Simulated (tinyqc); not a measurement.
Inside a calculation. Model: a chain with two barriers and dephasing by Buettiker voltage probes.

Numbers from tinyqc (`OMP_NUM_THREADS=1 python tinyqc.py 2700118 2700119 out.jsonl`; about 0.01 s on one thread of a shared Intel Xeon 2.30GHz). Printed values are rounded.

Sites 1 to 5 form a chain with hopping -t. Lead L joins site 1 and lead R site 5, both semi-infinite chains with hopping -t and site energy 0. Every site carries a probe with self-energy -i Gamma_p/2 that draws no net current. Linear response at zero temperature: mu_L = 1, mu_R = 0 in units of the bias.

Parameters, values chosen for the exercise:

| symbol | value | unit | meaning |
|---|---|---|---|
| t | 1 | eV | hopping (matrix element -t) |
| U | [1.5, 0, 0, 0, 3.4] | eV | site energies 1 to N |
| E | -0.25 | eV | Fermi energy |
| gp | 0.082 | eV | probe broadening Gamma_p |

Constants: q = 1.602176634e-19 C, h = 6.62607015e-34 J s. Results are converted to the units shown.

## Green function

Sigma = t^2 g(E), g(x) = (x - i sqrt(4 t^2 - x^2))/(2 t^2) for |x| < 2 t and (x - sign(x) sqrt(x^2 - 4 t^2))/(2 t^2) otherwise; Gamma = -2 Im Sigma; G = (E - H - Sigma_L - Sigma_R + i Gamma_p/2)^(-1).

Sigma = -0.125000-0.992157i eV
Gamma = 1.98431 eV

G (1/eV):
```
                   1                  2                  3                  4
1   0.12275-0.28020i   0.90998-0.58215i   0.08088+0.09736i  -0.88577+0.60317i
2   0.90998-0.58215i   0.87726-1.88614i   0.23201+0.07465i  -0.81620+1.89529i
3   0.08088+0.09736i   0.23201+0.07465i  -0.01981-0.08821i   0.75942-0.09589i
4  -0.88577+0.60317i  -0.81620+1.89529i   0.75942-0.09589i   1.00212-1.95040i
5  -0.27759+0.08975i  -0.35835+0.43264i   0.20574+0.03310i   0.41114-0.43280i

                   5
1  -0.27759+0.08975i
2  -0.35835+0.43264i
3   0.20574+0.03310i
4   0.41114-0.43280i
5  -0.12070-0.15816i
```

## Transmissions between terminals

With Gamma the broadening by one lead, T_RL = Gamma^2 |G_(5,1)|^2, T_pL = Gamma Gamma_p |G_(p,1)|^2, T_pR = Gamma Gamma_p |G_(p,5)|^2, T_pq = Gamma_p^2 |G_(p,q)|^2 for p != q.

T_RL = 0.335122

```
probe      T_pL       T_pR
1      0.015227  0.0138486
2      0.189879  0.0513512
3      0.002607  0.0070656
4      0.186860  0.0579837
5      0.013849  0.0064404
```

T_pq:
```
           1          2          3          4          5
1  0.0000000  0.0078466  0.0001077  0.0077218  0.0005723
2  0.0078466  0.0000000  0.0003994  0.0286328  0.0021220
3  0.0001077  0.0003994  0.0000000  0.0039397  0.0002920
4  0.0077218  0.0286328  0.0039397  0.0000000  0.0023961
5  0.0005723  0.0021220  0.0002920  0.0023961  0.0000000
```

## Probe potentials and effective transmission

No current into probe p: W mu = T_pL with W_pp = T_pL + T_pR + sum_q T_pq and W_pq = -T_pq. Then T_eff = T_RL + sum_p T_pR mu_p, and the resistance is (h/2q^2)/T_eff.

W:
```
           1          2          3          4          5
1   0.045324  -0.007847  -0.000108  -0.007722  -0.000572
2  -0.007847   0.280231  -0.000399  -0.028633  -0.002122
3  -0.000108  -0.000399   0.014411  -0.003940  -0.000292
4  -0.007722  -0.028633  -0.003940   0.287534  -0.002396
5  -0.000572  -0.002122  -0.000292  -0.002396   0.025671
```

mu_p, probe 1 to 5: [0.609029, 0.777661, 0.427495, 0.755296, 0.692676]
T_eff = 0.434766
resistance = 29.6858 kohm

Without probes the transmission is 0.4856. With them, 77.1 % of the current crosses without entering a probe.

## Current at both leads

In units of (2 q^2/h) times the bias, T_RL + sum_p T_pL (1 - mu_p) leaves L and T_RL + sum_p T_pR mu_p enters R.

current leaving L = 0.434766
current entering R = 0.434766

The two are equal: the probes conserve the current.
